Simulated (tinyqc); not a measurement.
Biaxially strained (001) channel, valley splitting in an inversion layer: one step of the calculation.

A thin layer grown on a relaxed buffer is stretched in the plane. The two valleys with their long axis along the growth direction (D2) sink against the four in-plane ones (D4); confinement in a triangular well splits them too. Only the lowest subband of each set is kept; one relaxation time, so the weakening of intervalley scattering is left out.

Problem. Share of the light valleys and conductivity mass. EF solves Ns = N2 ln(1 + exp((EF - E2)/Vt)) + N4 ln(1 + exp((EF - E4)/Vt)); f2 is the share in D2, and 1/mc = f2/mt + (1 - f2)(1/mt + 1/ml)/2.

Parameters, values chosen for the exercise; values close to those of silicon on relaxed silicon-germanium:
- T = 350 K (temperature)
- ml = 0.939 m0 (longitudinal mass)
- mt = 0.185 m0 (transverse mass)
- Ns = 4.4e12 cm^-2 (inversion density)

Constants: q = 1.602176634e-19 C, kB = 1.380649e-23 J/K, Vt = kB T/q. Results are converted to the units shown.

EF = 0.13987948 eV
E2 = 0.12720702 eV
N2 = 4.6616520e12 cm^-2

Find: f2; mc.

Solution.

f2 = 0.9802
mc = 0.1865 m0

Computed by the program tinyqc: `OMP_NUM_THREADS=1 python tinyqc.py 2530096 2530097 out.jsonl`, one thread of a shared Intel Xeon 2.30GHz, about 0.01 s for the whole run.
